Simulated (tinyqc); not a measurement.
Schottky barrier on an n-type semiconductor, non-linear Poisson equation by Newton steps: one step of the calculation.

One dimension, metal at x = 0, donor density C(x) = Nd, uniform. Energies are counted from the electron Fermi level of the semiconductor and the conduction-band edge is Ec = -psi, so n = Nc exp(psi/Vt); holes follow the Fermi level of the metal, at -V, so p = Nv exp((V - psi - Eg)/Vt). Ends: psi(0) = V - phiB and psi = Vt ln(Nd/Nc) deep inside. Boltzmann statistics, full ionisation, no current, no image force in the Poisson equation.

Problem. Converged densities, field and barrier lowering. n and p as above; E_i = -(psi_(i+1) - psi_i)/h_i; at the metal |E_0| = |E on interval 0| + q rho_0 (h_0/2)/(eps0 eps_r), rho_0 = p_0 - n_0 + C_0; image-force lowering dphi = sqrt(q |E_0|/(4 pi eps0 eps_r)).

Parameters, values chosen for the exercise; band and dielectric values those of a made-up semiconductor: temperature T = 300 K; band gap Eg = 0.926 eV; relative permittivity eps_r = 14.4; conduction-band density of states at T Nc = 2.44e19 cm^-3; valence-band density of states at T Nv = 3.28e19 cm^-3; bias of the metal against the semiconductor V = 0.08 V.

Constants: q = 1.602176634e-19 C, kB = 1.380649e-23 J/K, Vt = kB T/q, eps0 = 8.8541878128e-14 F/cm where lengths are in cm. Results are converted to the units shown.

```
node,x (nm),converged psi (V),donor density C (cm^-3)
0,0,-0.51000000,1.2e18
1,2,-0.44269514,1.2e18
2,4.5,-0.36704618,1.2e18
3,7.64,-0.28538330,1.2e18
4,11.6,-0.20358598,1.2e18
5,16.5,-0.13485170,1.2e18
6,22.7,-0.09404341,1.2e18
7,30.4,-0.08088661,1.2e18
8,40,-0.07826164,1.2e18
9,52.1,-0.07790701,1.2e18
10,67.3,-0.07787299,1.2e18
```

Wanted: n; p; field E; |E_0| at the metal; image-force lowering.

Solution.

```
node,n (cm^-3),p (cm^-3)
0,6.603e10,7.436e13
1,8.922e11,5.504e12
2,1.665e13,2.950e11
3,3.919e14,1.253e10
4,9.275e15,5.294e8
5,1.324e17,3.708e7
6,6.420e17,7.648e6
7,1.068e18,4.598e6
8,1.182e18,4.154e6
9,1.198e18,4.097e6
10,1.200e18,4.092e6
```

```
interval,field E (kV/cm)
0,-336.5
1,-302.6
2,-260.1
3,-206.6
4,-140.3
5,-65.8
6,-17.1
7,-2.7
8,-0.3
9,0.0
```

|E_0| at the metal = 351.6 kV/cm
image-force lowering = 59.30 mV

Numbers from tinyqc (`OMP_NUM_THREADS=1 python tinyqc.py 2020112 2020113 out.jsonl`; about 0.06 s on one thread of a shared Intel Xeon 2.30GHz).
